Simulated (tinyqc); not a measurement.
What each parameter does: sp3s* tight binding.

sp3s* tight binding, nearest neighbours only: anion (a) at 0, cation (c) at a/4 (1,1,1), orbitals s, px, py, pz, s* on each; k in units of 2 pi/a. With phases e_j = exp(i (pi/2) k.n_j) for n = (1,1,1), (1,-1,-1), (-1,1,-1), (-1,-1,1): g0 = (e1+e2+e3+e4)/4, g1 = (e1+e2-e3-e4)/4, g2 = (e1-e2+e3-e4)/4, g3 = (e1-e2-e3+e4)/4. The diagonal holds the levels Esa, Epa, Exa (s*) and Esc, Epc, Exc. Anion-cation block: <sa|sc> = Vss g0; <sa|xc> = Vsapc g1; <xa|sc> = -Vscpa g1; <xa|xc> = Vxx g0; <xa|yc> = <ya|xc> = Vxy g3, <xa|zc> = <za|xc> = Vxy g2, <ya|zc> = <za|yc> = Vxy g1; <s*a|xc> = Vxapc g1; <xa|s*c> = -Vpaxc g1; y and z take g2 and g3 in place of g1; s-s* and s*-s* vanish.

Parameters, chosen for this exercise (near a published set for Ge, fitted to gaps, whose masses and valley positions are rough; shifted at random, so the results belong to these values and not to a real crystal):

| symbol | value | unit | meaning |
|---|---|---|---|
| Esa | -5.89 | eV | s level of the anion |
| Epa | 1.617 | eV | p level of the anion |
| Esc | -5.89 | eV | s level of the cation |
| Epc | 1.617 | eV | p level of the cation |
| Exa | 6.345 | eV | s* level of the anion |
| Exc | 6.345 | eV | s* level of the cation |
| Vss | -6.777 | eV | s-s |
| Vxx | 1.591 | eV | px-px |
| Vxy | 4.841 | eV | px-py |
| Vsapc | 5.462 | eV | s anion, p cation |
| Vscpa | 5.462 | eV | s cation, p anion |
| Vxapc | 5.258 | eV | s* anion, p cation |
| Vpaxc | 5.258 | eV | p anion, s* cation |

Gaps from the top of the valence band at Gamma; Delta is the minimum on (x,0,0), 0.5 <= x <= 1. A change on one sublattice alone makes the two atoms unequal.

Results for these values:

| case | Ev (eV) | gap Gamma (eV) | gap Delta (eV) | gap L (eV) |
|---|---|---|---|---|
| base | 0.0260 | 0.8610 | 0.7138 | 0.7232 |

What happens to each result for Vss = -6.577 eV, all else kept?

Answer: Ev does not change at the printed digits; gap Gamma falls from 0.8610 to 0.6610; gap Delta rises from 0.7138 to 0.7238; gap L falls from 0.7232 to 0.6674.

The same for each parameter in turn:

| case | Ev (eV) | gap Gamma (eV) | gap Delta (eV) | gap L (eV) |
|---|---|---|---|---|
| base | 0.0260 | 0.8610 | 0.7138 | 0.7232 |
| Exa = 6.045 eV | 0.0260 | 0.8610 | 0.6523 | 0.6950 |
| Exc = 6.545 eV | 0.0260 | 0.8610 | 0.7483 | 0.7399 |
| Vscpa = 5.762 eV | 0.0260 | 0.8610 | 0.7805 | 0.8185 |
| Epc = 1.917 eV | 0.1689 | 0.7181 | 0.6336 | 0.6185 |
| Vss = -6.577 eV | 0.0260 | 0.6610 | 0.7238 | 0.6674 |
| Vxx = 1.891 eV | -0.2740 | 1.1610 | 1.0520 | 1.0631 |

Exa, Exc and Vscpa cannot move Ev or the gap at Gamma, whose blocks do not hold them; s parameters never move Ev, and move the gap only where the lowest empty level at Gamma is s-like.

Program tinyqc; command `OMP_NUM_THREADS=1 python tinyqc.py 1480395 1480396 out.jsonl`; about 0.1 s on one thread of a shared Intel(R) Xeon(R) Processor @ 2.30GHz.
